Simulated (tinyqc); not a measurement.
Boltzmann transport in a parabolic band with a power-law relaxation time: one step. Reduced Fermi level. Two cases, with inputs chosen for the exercise.

Task: Solve for eta.

F_j(eta) = (1/Gamma(j + 1)) integral_0^infinity x^j dx/(1 + exp(x - eta)), which tends to exp(eta) for eta << 0.

n = N F_1/2(eta) with N = 2 (m kB T/(4 pi c))^(3/2) with c = hbar^2/2m0, in 1/angstrom^3; times 1e24 for 1/cm^3, m = md.

Constants: hbar^2/2m0 = 3.80998211 eV angstrom^2; kB = 8.617333262e-05 eV/K.

Case 1.

Values chosen (out of a larger set: masses near those of SiC; tau0 is set for a mobility of the usual size at this n, kL is a free input; freeze-out and phonon drag, which matter near 77 K, are left out; not measured data): n = 7.3e+16 1/cm^3 (electron density); md = 0.804 m0 (density-of-states mass); T = 77 K.

Case 2.

Values chosen (out of a larger set: masses near those of Si; tau0 is set for a mobility of the usual size at this n, kL is a free input; freeze-out and phonon drag, which matter near 77 K, are left out; not measured data): n = 5.4e+18 1/cm^3 (electron density); md = 1.054 m0 (density-of-states mass); T = 300 K.

Give: N; eta.

Result:

Case 1.

N = 2.352e+18 1/cm^3
eta = -3.4618

Case 2.

N = 2.715e+19 1/cm^3
eta = -1.5450

Computed by tinyqc, one run a case: `OMP_NUM_THREADS=1 python tinyqc.py N N+1 out.jsonl` with N = 1682632, 1682705; one thread of a shared Intel(R) Xeon(R) Processor @ 2.30GHz, about 0.01 s a run at most.
